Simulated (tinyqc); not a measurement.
Electron density from the centroid.

Question. In the Fang-Howard model the centroid is 3/b with b^3 = 6 (mz1/C) q (Nd + 11 Ns/32)/(eps0 eps_r), C = hbar^2/(2 m0), the field in eV/nm. Find b and Ns.

Values chosen for this exercise; masses and permittivity close to those of In0.53Ga0.47As:
- eps_r = 13.9 (relative permittivity)
- mz1 = 0.0415 m0 (mass along z of valley set A (1 valley(s)))
- Nd = 2.7e12 cm^-2 (sheet density of depletion charge)

Constants: q = 1.602176634e-19 C, hbar = 1.054571817e-34 J s, m0 = 9.1093837015e-31 kg, eps0 = 8.8541878128e-14 F/cm where lengths are in cm, hbar^2/(2 m0) = 0.0380998212 eV nm^2. Results are converted to the units shown.

centroid = 4.6717226 nm

Solution. b = 3/centroid gives Nd + 11 Ns/32, from which the depletion charge is taken off.

b = 0.6422 1/nm
Ns = 1.200e12 cm^-2

tinyqc, about 0.5 s, one thread, Intel Xeon 2.30GHz (shared host): `OMP_NUM_THREADS=1 python tinyqc.py 2160169 2160170 out.jsonl`
